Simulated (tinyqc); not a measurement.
Kinetic Monte Carlo and master equation for a particle on a ring of sites with traps and bias: one step, computed by the program tinyqc.

6 sites on a ring, numbered 1 to 6. The saddle between i and i+1 lies at E0 + s b_i and site i at s eps_i; a force F tilts the landscape, with the saddle half-way.

Problem. Closed form at zero force. At zero force D0 = a^2 nu exp(-E0/(k_B T)) / [<exp(-s eps/(k_B T))> <exp(s b/(k_B T))>], with means over the ring; Einstein relation v = D0 F/(k_B T); 1 angstrom = 1e-8 cm.

Inputs (values chosen for the exercise, for a model defect):
```
quantity                        value         unit
reference barrier E0             0.72           eV
scale factor s of the disorder      1            -
attempt frequency nu               14          THz
temperature T                     750            K
site spacing a                    2.6     angstrom
force F along the ring          0.043  eV/angstrom
```

Disorder: random barriers.

site energies eps_i (eV): 0  0  0  0  0  0

saddle shifts b_i between sites i and i+1 (eV): -0.008  0.024  0.043  -0.033  -0.077  0.047

Constants: k_B = 8.617333262e-05 eV/K.

Give: zero-force diffusivity D0; D0 over the value without disorder; Einstein drift.

Solution.

zero-force diffusivity D0 = 1.137e-07 cm^2/s

D0 over the value without disorder = 0.8274

Einstein drift = 7.562 cm/s
